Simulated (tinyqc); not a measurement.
Equilibrium and kinetic segregation of a solute to boundaries and growing surfaces. Which input was changed? Computed by tinyqc, a small Python program. Command: `OMP_NUM_THREADS=1 python tinyqc.py 3008805 3008806 out.jsonl segreg which`. One thread of a shared host (Intel(R) Xeon(R) Processor @ 2.30GHz), about 0.03 s of CPU time with the checks.

Inputs (values chosen for the exercise, for a model alloy):
```
quantity                         value        unit
segregation energy Q             0.528          eV
total solute fraction x0          0.01           -
temperature T                      950           K
grain size d                        28          nm
boundary thickness delta          0.61          nm
atomic volume Omega               15.9  angstrom^3
clean boundary energy gamma_0     0.56       J/m^2
bulk diffusivity D             2.6e-18       m^2/s
anneal time t                      930           s
```

Isotherm: Langmuir-McLean.

Constants: k_B = 8.617333262e-05 eV/K; 1 eV/angstrom^2 = 16.02176634 J/m^2.

Method:
- With theta the solute fraction on boundary sites and x that in the grains, theta/(1 - theta) = [x/(1 - x)] exp[Q/(k_B T)].
- The coverage theta_inf is that for x = x0.
- Finite grains: boundary sites are the fraction f = 3 delta/d, and x0 = (1 - f) x + f theta; solve both equations for theta; share at boundaries = f theta/x0.
- Gibbs adsorption for this isotherm in a dilute matrix: gamma = gamma_0 + Gam_0 [k_B T ln(1 - theta)], Gam_0 = delta/Omega sites per area.
- McLean kinetics from a uniform start, fed from both sides, with a constant enrichment beta = theta_inf/x0: (theta - x0)/(theta_inf - x0) = 1 - exp(s^2) erfc(s), s = 2 sqrt(D t)/(beta delta); half filling at s = 0.7691, t = (0.7691 beta delta/2)^2/D. D is an input and does not follow T.

Question. One of these inputs alone was changed, within the range given: segregation energy Q (0.264 to 1.056); total solute fraction x0 (0.005 to 0.02); temperature T (500 to 1700); boundary thickness delta (0.305 to 1.22). Which one, and to what value?

Results:
```
run     time to half filling (s)  fraction x left in the grains  boundary energy gamma (J/m^2)
before                  158.2279                   2.768469e-04                      0.4787849
after                   285.9243                   1.988831e-04                      0.4798367
```

Answer.

Each candidate set to reproduce time to half filling, and what it then gives:
```
candidate                      range searched  value needed  fraction x left in the grains  boundary energy gamma (J/m^2)
segregation energy Q (eV)      0.264 to 1.056  out of reach                              -                              -
total solute fraction x0        0.005 to 0.02      0.007033                     1.8538e-04                        0.50420
temperature T (K)                 500 to 1700  out of reach                              -                              -
boundary thickness delta (nm)   0.305 to 1.22        0.8200                     1.9888e-04                        0.47984
```

Only boundary thickness delta fits every result: it went from 0.61 to 0.820 nm. The next best candidate, total solute fraction x0, misses one result by 6.8 %.

Caution: half of theta_inf exceeds the equilibrium coverage of grains of this size, so half filling is never reached in them. Caution: by the time of half filling the diffusion length reaches across the grain, so the real time is longer or half filling is never reached.
